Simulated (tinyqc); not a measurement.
Abrupt p-n junction, non-linear Poisson equation by Newton steps: two steps of the calculation.

One dimension, p side on the left, n side on the right; net doping C = -Na for x < 0 and +Nd for x > 0. The potential psi is counted from the intrinsic level, and the quasi-Fermi potentials are flat: 0 for holes and -V for electrons, so n = ni exp((psi + V)/Vt) and p = ni exp(-psi/Vt) (Boltzmann statistics, full ionisation, no current).

Inputs (values chosen for the exercise); band and dielectric values close to those of gallium nitride:
- T = 300 K (temperature)
- eps_r = 9.42 (relative permittivity)
- V = -0.5 V (bias of the p side against the n side)

Constants: q = 1.602176634e-19 C, kB = 1.380649e-23 J/K, Vt = kB T/q, eps0 = 8.8541878128e-14 F/cm where lengths are in cm. Results are converted to the units shown.

Question 1. Densities, residual and Jacobian diagonal. n_i = ni exp((psi_i + V)/Vt), p_i = ni exp(-psi_i/Vt), rho_i = p_i - n_i + C_i, g_i = (n_i + p_i)/Vt. Box widths w_i = (h_(i-1) + h_i)/2 in cm. Residual F_i = a_i (psi_(i+1) - psi_i) - a_(i-1) (psi_i - psi_(i-1)) + q rho_i w_i; Jacobian: a_(i-1) and a_i beside the diagonal, b_i = -a_(i-1) - a_i - q g_i w_i on it. The two end nodes are fixed.

| node | x (nm) | psi at the start (V) | net doping C (cm^-3) |
|---|---|---|---|
| 0 | -33.8 | -1.6403398 | -1.5e18 |
| 1 | -25.3 | -1.6403398 | -1.5e18 |
| 2 | -18 | -1.6403398 | -1.5e18 |
| 3 | -11.8 | -1.6403398 | -1.5e18 |
| 4 | -6.51 | -1.6343868 | -1.5e18 |
| 5 | -1.95 | -1.5777210 | -1.5e18 |
| 6 | 1.95 | -1.4873616 | 4.4e16 |
| 7 | 8.43 | -1.3306991 | 4.4e16 |
| 8 | 19.2 | -1.0781715 | 4.4e16 |
| 9 | 37 | -0.6823006 | 4.4e16 |
| 10 | 66.7 | -0.0813933 | 4.4e16 |
| 11 | 116 | 0.7514809 | 4.4e16 |
| 12 | 198 | 1.6817882 | 4.4e16 |
| 13 | 334 | 2.0491073 | 4.4e16 |
| 14 | 559 | 2.0491073 | 4.4e16 |

| interval | coupling a_i (F/cm^2) |
|---|---|
| 0 | 9.8125234e-7 |
| 1 | 1.1425541e-6 |
| 2 | 1.3452653e-6 |
| 3 | 1.5766815e-6 |
| 4 | 1.8290888e-6 |
| 5 | 2.1386269e-6 |
| 6 | 1.2871366e-6 |
| 7 | 7.7443314e-7 |
| 8 | 4.6857556e-7 |
| 9 | 2.8082980e-7 |
| 10 | 1.6918144e-7 |
| 11 | 1.0171518e-7 |
| 12 | 6.1328271e-8 |
| 13 | 3.7069533e-8 |

ni = 4.1648167e-10 cm^-3

Wanted: n; p; residual F; diagonal b.

Answer 1.

| node | n (cm^-3) | p (cm^-3) |
|---|---|---|
| 0 | 4.608e-46 | 1.500e18 |
| 1 | 4.608e-46 | 1.500e18 |
| 2 | 4.608e-46 | 1.500e18 |
| 3 | 4.608e-46 | 1.500e18 |
| 4 | 5.801e-46 | 1.191e18 |
| 5 | 5.193e-45 | 1.331e17 |
| 6 | 1.712e-43 | 4.038e15 |
| 7 | 7.332e-41 | 9.427e12 |
| 8 | 1.281e-36 | 5.396e8 |
| 9 | 5.726e-30 | 120.7 |
| 10 | 7.122e-20 | 9.704e-9 |
| 11 | 6.987e-6 | 9.892e-23 |
| 12 | 2.970e10 | 2.327e-38 |
| 13 | 4.400e16 | 1.571e-44 |
| 14 | 4.400e16 | 1.571e-44 |

| node | residual F (1e-8 C/cm^2) | diagonal b (F/cm^2) |
|---|---|---|
| 1 | 0.000 | -9.468e-6 |
| 2 | 0.000 | -8.763e-6 |
| 3 | 0.939 | -8.263e-6 |
| 4 | 6.992 | -7.042e-6 |
| 5 | -0.304 | -4.317e-6 |
| 6 | 1.240 | -3.439e-6 |
| 7 | 0.000 | -2.062e-6 |
| 8 | 0.000 | -1.243e-6 |
| 9 | 0.000 | -7.494e-7 |
| 10 | 0.000 | -4.500e-7 |
| 11 | 0.000 | -2.709e-7 |
| 12 | 0.474 | -1.630e-7 |
| 13 | -2.253 | -5.020e-6 |

Question 2. Converged densities, field and charge. n and p as above; field E_i = -(psi_(i+1) - psi_i)/h_i on each interval; charge on either side of the peak Q = eps0 eps_r |E|max (Gauss).

| node | x (nm) | converged psi (V) | net doping C (cm^-3) |
|---|---|---|---|
| 0 | -33.8 | -1.6403398 | -1.5e18 |
| 1 | -25.3 | -1.6402342 | -1.5e18 |
| 2 | -18 | -1.6394664 | -1.5e18 |
| 3 | -11.8 | -1.6348084 | -1.5e18 |
| 4 | -6.51 | -1.6139666 | -1.5e18 |
| 5 | -1.95 | -1.5546212 | -1.5e18 |
| 6 | 1.95 | -1.4580567 | 4.4e16 |
| 7 | 8.43 | -1.3005377 | 4.4e16 |
| 8 | 19.2 | -1.0465869 | 4.4e16 |
| 9 | 37 | -0.6483640 | 4.4e16 |
| 10 | 66.7 | -0.0435322 | 4.4e16 |
| 11 | 116 | 0.7958563 | 4.4e16 |
| 12 | 198 | 1.7369989 | 4.4e16 |
| 13 | 334 | 2.0449896 | 4.4e16 |
| 14 | 559 | 2.0491073 | 4.4e16 |

ni = 4.1648167e-10 cm^-3

Give: n; p; field E; peak |E|; charge Q.

Answer 2.

| node | n (cm^-3) | p (cm^-3) |
|---|---|---|
| 0 | 4.608e-46 | 1.500e18 |
| 1 | 4.626e-46 | 1.494e18 |
| 2 | 4.766e-46 | 1.450e18 |
| 3 | 5.707e-46 | 1.211e18 |
| 4 | 1.278e-45 | 5.408e17 |
| 5 | 1.269e-44 | 5.446e16 |
| 6 | 5.317e-43 | 1.300e15 |
| 7 | 2.354e-40 | 2.935e12 |
| 8 | 4.346e-36 | 1.590e8 |
| 9 | 2.128e-29 | 32.48 |
| 10 | 3.081e-19 | 2.243e-9 |
| 11 | 3.888e-5 | 1.777e-23 |
| 12 | 2.513e11 | 2.750e-39 |
| 13 | 3.752e16 | 1.842e-44 |
| 14 | 4.400e16 | 1.571e-44 |

| interval | field E (kV/cm) |
|---|---|
| 0 | -0.1 |
| 1 | -1.1 |
| 2 | -7.5 |
| 3 | -39.4 |
| 4 | -130.1 |
| 5 | -247.6 |
| 6 | -243.1 |
| 7 | -235.8 |
| 8 | -223.7 |
| 9 | -203.6 |
| 10 | -170.3 |
| 11 | -114.8 |
| 12 | -22.6 |
| 13 | -0.2 |

peak |E| = 247.6 kV/cm
charge Q = 206.5 nC/cm^2

Numbers from tinyqc (`OMP_NUM_THREADS=1 python tinyqc.py 2000091 2000092 out.jsonl`; about 0.02 s on one thread of a shared Intel Xeon 2.30GHz).
